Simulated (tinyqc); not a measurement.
Inside a calculation. Method: empirical pseudopotential in a few plane waves. Computed by tinyqc, a small Python program that keeps every step. Settings: plane-wave index or count = 15. Command: `OMP_NUM_THREADS=1 python tinyqc.py 28485 28486 out.jsonl` (the two numbers bound the seeds that draw the settings). One thread of a shared host (Intel(R) Xeon(R) Processor @ 2.60GHz), about 0.3 s of CPU time with the checks.

## Bloch Hamiltonian at G

Parameters chosen for this model: fcc lattice, atoms at +/- a/8 (1,1,1); form factors in rydberg at |G|^2 in units of (2 pi/a)^2:
```
parameter                 value      unit
a                      5.540000  angstrom
VS(3)                 -0.255000        Ry
VS(8)                  0.049000        Ry
VS(11)                 0.042000        Ry
VA(3)                         0        Ry
VA(4)                         0        Ry
VA(11)                        0        Ry
hbar^2/2m (2 pi/a)^2   4.900757        eV
```

k point G (2 pi / a): 0  0  0

Basis: the 15 shortest G (labels in 2 pi/a), the same at every k. H(G,G') = c |k + G|^2 delta + VS(|G-G'|^2) cos((G-G').tau) + i VA sin((G-G').tau), tau = a/8 (1,1,1); 1 Ry = 13.605693 eV.

H(k) at G (eV):
```
         +0+0+0   -1-1-1   -1-1+1   -1+1-1   -1+1+1   +1-1-1   +1-1+1   +1+1-1
+0+0+0   0.0000   2.4533  -2.4533  -2.4533  -2.4533  -2.4533  -2.4533  -2.4533
-1-1-1   2.4533  14.7023   0.0000   0.0000  -0.6667   0.0000  -0.6667  -0.6667
-1-1+1  -2.4533   0.0000  14.7023   0.6667   0.0000   0.6667   0.0000   0.0000
-1+1-1  -2.4533   0.0000   0.6667  14.7023   0.0000   0.6667   0.0000   0.0000
-1+1+1  -2.4533  -0.6667   0.0000   0.0000  14.7023   0.0000   0.6667   0.6667
+1-1-1  -2.4533   0.0000   0.6667   0.6667   0.0000  14.7023   0.0000   0.0000
+1-1+1  -2.4533  -0.6667   0.0000   0.0000   0.6667   0.0000  14.7023   0.6667
+1+1-1  -2.4533  -0.6667   0.0000   0.0000   0.6667   0.0000   0.6667  14.7023
+1+1+1   2.4533   0.0000  -0.6667  -0.6667   0.0000  -0.6667   0.0000   0.0000
-2+0+0   0.0000  -2.4533  -2.4533  -2.4533   2.4533   0.4041  -0.4041  -0.4041
+0-2+0   0.0000  -2.4533  -2.4533   0.4041  -0.4041  -2.4533   2.4533  -0.4041
+0+0-2   0.0000  -2.4533   0.4041  -2.4533  -0.4041  -2.4533  -0.4041   2.4533
+0+0+2   0.0000  -0.4041   2.4533  -0.4041  -2.4533  -0.4041  -2.4533   0.4041
+0+2+0   0.0000  -0.4041  -0.4041   2.4533  -2.4533  -0.4041   0.4041  -2.4533
+2+0+0   0.0000  -0.4041  -0.4041  -0.4041   0.4041   2.4533  -2.4533  -2.4533

         +1+1+1   -2+0+0   +0-2+0   +0+0-2   +0+0+2   +0+2+0   +2+0+0
+0+0+0   2.4533   0.0000   0.0000   0.0000   0.0000   0.0000   0.0000
-1-1-1   0.0000  -2.4533  -2.4533  -2.4533  -0.4041  -0.4041  -0.4041
-1-1+1  -0.6667  -2.4533  -2.4533   0.4041   2.4533  -0.4041  -0.4041
-1+1-1  -0.6667  -2.4533   0.4041  -2.4533  -0.4041   2.4533  -0.4041
-1+1+1   0.0000   2.4533  -0.4041  -0.4041  -2.4533  -2.4533   0.4041
+1-1-1  -0.6667   0.4041  -2.4533  -2.4533  -0.4041  -0.4041   2.4533
+1-1+1   0.0000  -0.4041   2.4533  -0.4041  -2.4533   0.4041  -2.4533
+1+1-1   0.0000  -0.4041  -0.4041   2.4533   0.4041  -2.4533  -2.4533
+1+1+1  14.7023  -0.4041  -0.4041  -0.4041  -2.4533  -2.4533  -2.4533
-2+0+0  -0.4041  19.6030   0.6667   0.6667  -0.6667  -0.6667   0.0000
+0-2+0  -0.4041   0.6667  19.6030   0.6667  -0.6667   0.0000  -0.6667
+0+0-2  -0.4041   0.6667   0.6667  19.6030   0.0000  -0.6667  -0.6667
+0+0+2  -2.4533  -0.6667  -0.6667   0.0000  19.6030   0.6667   0.6667
+0+2+0  -2.4533  -0.6667   0.0000  -0.6667   0.6667  19.6030   0.6667
+2+0+0  -2.4533   0.0000  -0.6667  -0.6667   0.6667   0.6667  19.6030
```

## Levels at G

Diagonalise the Hermitian matrix.

eigenvalues (eV): -2.5066  10.4627  10.4627  10.4627  11.8611  14.0356  14.0356  14.0356  18.2697  18.2697  19.2089  23.1759  23.1759  23.1759  27.1110

## Bands along a path

The same steps at evenly spaced points between the labelled ones.

Bands along the path (eV), lowest eight:
```
k          band 1   band 2   band 3   band 4   band 5   band 6   band 7   band 8
L         -0.0891   3.1366   9.4627   9.4627  12.0725  14.9641  14.9641  19.9968
L-G 0.20  -0.6745   3.8976   9.4751   9.4751  12.0790  14.9006  14.9006  20.1176
L-G 0.40  -1.4111   5.3162   9.6531   9.6531  12.2782  14.9654  14.9654  18.5962
L-G 0.60  -2.0067   7.0711   9.9596   9.9596  12.5899  14.8087  14.8087  16.3998
L-G 0.80  -2.3801   9.0016  10.2981  10.2981  12.6589  14.3127  14.3127  14.5713
G         -2.5066  10.4627  10.4627  10.4627  11.8611  14.0356  14.0356  14.0356
G-X 0.20  -2.3376   8.9661   9.9941   9.9941  13.3383  13.6670  14.7769  14.7769
G-X 0.40  -1.8331   7.0331   9.1801   9.1801  12.9968  14.3677  16.3952  16.3952
G-X 0.60  -1.0014   5.1824   8.5130   8.5130  12.4936  13.4932  18.3691  18.3691
G-X 0.80   0.1431   3.4688   8.1336   8.1336  12.3414  12.5458  20.5431  20.5431
X          1.5780   1.9413   8.0897   8.0897  12.0044  12.6226  22.8955  22.8955
```

With 4 band(s) filled, the highest filled level on these points lies at G and the lowest empty one at G: a gap of 1.3984 eV, direct. This holds for the small fixed basis; with all plane waves up to |k + G|^2 = 21 (2 pi/a)^2 the gap along the path is 1.08 eV.

## Convergence with the number of plane waves

Levels at G counted from the fourth one.

Levels (eV):
```
plane waves   level 1  level 5  level 8
9            -16.5422        0   2.6667
15           -12.9693   1.3984   3.5729
27           -12.4534   1.9290   3.2244
51           -12.4917   2.0201   3.2975
59           -12.5090   2.0386   3.1437
65           -12.5146   2.0386   3.1243
89           -12.4902   2.0205   3.1437
```
